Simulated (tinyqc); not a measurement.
What moves the results: k.p theory built from an empirical-pseudopotential calculation at Gamma. A value that a table varies takes the place of the one given here.

Empirical pseudopotential on the fcc lattice, atoms at +/- tau, tau = a (1,1,1)/8, no spin-orbit coupling. H(G,G') = c (2 pi/a)^2 |k + G|^2 delta + VS(q) cos(q.tau) + i VA(q) sin(q.tau), q = G - G', c = hbar^2/2m0; k and G in units of 2 pi/a; VS at |q|^2 = 3, 8, 11 and VA at 3, 4, 11, in rydberg, zero elsewhere. The basis is fixed: all 89 G with |G|^2 up to Gcut. Energies are counted from the fourth level at Gamma.

k.p in the lowest n states at Gamma: H_nm = (E_n + c k^2) delta + 2 c k.<n|G|m>, k in 1/angstrom; with all states of the basis it is exact.

Empirical pseudopotential on the fcc lattice, atoms at +/- tau, tau = a (1,1,1)/8, no spin-orbit coupling. H(G,G') = c (2 pi/a)^2 |k + G|^2 delta + VS(q) cos(q.tau) + i VA(q) sin(q.tau), q = G - G', c = hbar^2/2m0; k and G in units of 2 pi/a; VS at |q|^2 = 3, 8, 11 and VA at 3, 4, 11, in rydberg, zero elsewhere. The basis holds all G with |G|^2 up to a cut-off. Energies are counted from the fourth level at Gamma.

For a multiplet A of d_A states, W(B) = (4 c/(3 d_A)) sum over n in A, m in B and i = x, y, z of |<n|G_i|m>|^2 (G in 1/angstrom, <n|G_i|m> = sum_G c_n(G)* G_i c_m(G)); the mean inverse mass of A is 1 + sum_B W(B)/(E_A - E_B). Multiplets with W = 0 are left out.

Valence parameters: D(u) = c + 4 c^2 sum_m <n|u.G|m><m|u.G|n'>/(0 - E_m) on the valence triplet, in units of c, has eigenvalues L, M, M along [100] and (L + 2M + 2N)/3, (L + 2M - N)/3 twice along [111]; g1 = -(L + 2M)/3, g2 = -(L - M)/6, g3 = -N/6.

Constants: hbar^2/2m0 = 3.80998211 eV angstrom^2; Ry = 13.60569312 eV.

Parameters, chosen for this exercise (near those of GaSb; shifted at random, so the results belong to these values and not to a real crystal): a = 6.123 angstrom (lattice constant); VS = (-0.215, -0.001, 0.052) Ry (symmetric form factors); VA = (0.061, 0.051, 0.009) Ry (antisymmetric form factors); Gcut = 19 (2 pi/a)^2 (largest |G|^2 of the fixed basis); VS3 = -0.215 Ry; VS8 = -0.001 Ry; VS11 = 0.052 Ry; VA3 = 0.061 Ry; VA4 = 0.051 Ry; VA11 = 0.009 Ry.

## How many bands a k.p model needs: band 5 from Gamma to X

Band 5 (counted from below) at k = f (1, 0, 0) 2 pi/a; n ends on whole multiplets.

Energies (eV):

| f | n = 8 | n = 15 | n = 27 | n = 89 (exact) |
|---|---|---|---|---|
| 0.000 | 0.843 | 0.843 | 0.843 | 0.843 |
| 0.125 | 1.547 | 1.510 | 1.509 | 1.509 |
| 0.250 | 2.679 | 2.458 | 2.452 | 2.452 |
| 0.375 | 3.970 | 3.100 | 3.082 | 3.078 |
| 0.500 | 5.319 | 2.716 | 2.675 | 2.668 |
| 0.625 | 6.027 | 2.412 | 2.345 | 2.334 |
| 0.750 | 6.794 | 2.234 | 2.132 | 2.116 |
| 0.875 | 7.696 | 2.184 | 2.038 | 2.016 |
| 1.000 | 8.735 | 2.214 | 2.038 | 2.003 |

With n = 8 the band stays within 0.05 eV of the exact one up to f = 0.125 (error at X: +6.732 eV). With n = 15 the band stays within 0.05 eV of the exact one up to f = 0.500 (error at X: +0.211 eV). With n = 27 the band stays within 0.05 eV of the exact one over the whole line (error at X: +0.035 eV). A smaller basis can only raise a level. The exact band has its minimum on these points at f = 0.000; n = 8 puts it at f = 0.000.

## Convergence with the plane-wave basis

E_s is the lowest empty singlet, Ep its W to the valence triplet, m its mass.

Results:

| cut-off | plane waves | E_s (eV) | Ep (eV) | m (m0) | g1 | g2 | g3 |
|---|---|---|---|---|---|---|---|
| 8 | 27 | 0.789 | 14.67 | 0.0512 | 7.49 | 2.80 | 3.42 |
| 11 | 51 | 0.802 | 15.01 | 0.0509 | 7.49 | 2.91 | 3.37 |
| 12 | 59 | 0.843 | 15.03 | 0.0533 | 7.26 | 2.74 | 3.25 |
| 16 | 65 | 0.839 | 15.06 | 0.0530 | 7.30 | 2.76 | 3.27 |
| 19 | 89 | 0.843 | 15.05 | 0.0532 | 7.27 | 2.74 | 3.25 |
| 20 | 113 | 0.851 | 15.04 | 0.0538 | 7.22 | 2.71 | 3.22 |
| 24 | 137 | 0.852 | 15.04 | 0.0538 | 7.21 | 2.71 | 3.22 |

Against the last row, E_s errs most, by -0.063 eV, at cut-off 8, and by -0.001 eV in the last row but one. Ep varies by 2.6 % over the table and m by 5.5 %: the mass, near E_s/Ep, inherits the errors of both. Local form factors fix the converged values only roughly. The gap is a difference of two levels, so it need not converge steadily, and here it does not.

## What each form factor does (empirical-pseudopotential levels)

Lowest empty singlet and triplet at Gamma and the valence width there (fixed basis); lowest empty level at X = (1,0,0) and L = (1/2,1/2,1/2) from the valence top, these levels and that top with all |k + G|^2 up to 21. Singlet and triplet count orbital degeneracy. VS3 is VS at |q|^2 = 3, and so on. The row for a keeps the form factors fixed, so it is no model of a real expansion, which changes them too. Each row changes one parameter from the base and keeps the others.

Results:

| case | singlet (eV) | triplet (eV) | X (eV) | L (eV) | width (eV) |
|---|---|---|---|---|---|
| base | 0.843 | 4.303 | 1.999 | 1.627 | 10.590 |
| a = 6.184 angstrom | 0.888 | 4.324 | 2.117 | 1.704 | 10.374 |
| VS3 = -0.205 Ry | 0.851 | 4.171 | 1.736 | 1.516 | 10.586 |
| VS8 = 0.009 Ry | 1.272 | 4.214 | 2.020 | 1.818 | 10.421 |
| VS11 = 0.062 Ry | 1.337 | 4.463 | 2.237 | 1.958 | 10.366 |
| VA3 = 0.071 Ry | 0.969 | 4.431 | 2.215 | 1.736 | 10.638 |
| VA4 = 0.061 Ry | 0.899 | 4.500 | 2.003 | 1.807 | 10.649 |
| VA11 = 0.019 Ry | 0.618 | 4.294 | 1.877 | 1.550 | 10.699 |

The largest shifts from the base row, up to three for each result and ties (the steps differ in size, so this ranks the rows, not the parameters). singlet (eV): VS11 +0.494, VS8 +0.428, VA11 -0.225. triplet (eV): VA4 +0.197, VS11 +0.161, VS3 -0.131. X (eV): VS3 -0.263, VS11 +0.238, VA3 +0.216. L (eV): VS11 +0.331, VS8 +0.191, VA4 +0.180. width (eV): VS11 -0.224, a -0.215, VS8 -0.169.

(tinyqc, `OMP_NUM_THREADS=1 python tinyqc.py 1080331 1080332 out.jsonl`, Intel(R) Xeon(R) Processor @ 2.30GHz, 1 thread, shared host, about 0.4 s.)
